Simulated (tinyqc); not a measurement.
Ballistic Schottky-barrier transistor with a two-dimensional channel, WKB contacts: one step of the calculation.

Source Fermi level 0, drain Fermi level -Vd. Far from the contacts Ec = pn - psi, and the gate moves psi one to one; the band edges relax as exp(-x/lam) from pn at the source and pn - Vd at the drain; Ev = Ec - Eg. A carrier of energy w inside the channel band meets at a contact a barrier of height D (the contact edge beyond the channel edge): T = 1 for w >= D, else exp(-S), S = 4 lam sqrt(m/C) [sqrt(D - w) - sqrt(w) arctan sqrt((D - w)/w)], C = hbar^2/(2 m0). The two contacts combine as Ts Td/(Ts + Td - Ts Td).

Question. Transmission of one of the holes. S and T at both contacts for w = w0, and the tunnelling distance lam ln(D/w) at the higher barrier.

Values chosen for this exercise; channel values close to those of a black phosphorus layer:
- mp = 0.15 m0 (hole mass)
- lam = 1.6 nm (screening length at the contacts)
- w0 = 0.045 eV (energy of one carrier inside the channel band)

Constants: q = 1.602176634e-19 C, hbar = 1.054571817e-34 J s, m0 = 9.1093837015e-31 kg, hbar^2/(2 m0) = 0.0380998212 eV nm^2. Results are converted to the units shown.

D for holes (eV): source -0.48000000, drain 0.22000000

Give: S at the source; S at the drain; combined T; tunnelling distance.

Answer.

S at the source = 0
S at the drain = 2.345
combined T = 0.09584
tunnelling distance = 2.539 nm

Range of the model: No scattering, image-force lowering, channel charge or band-to-band tunnelling; parabolic kappa overstates S deep in the gap.

Numbers from tinyqc (`OMP_NUM_THREADS=1 python tinyqc.py 2390004 2390005 out.jsonl`; about 0.3 s on one thread of a shared Intel Xeon 2.30GHz).
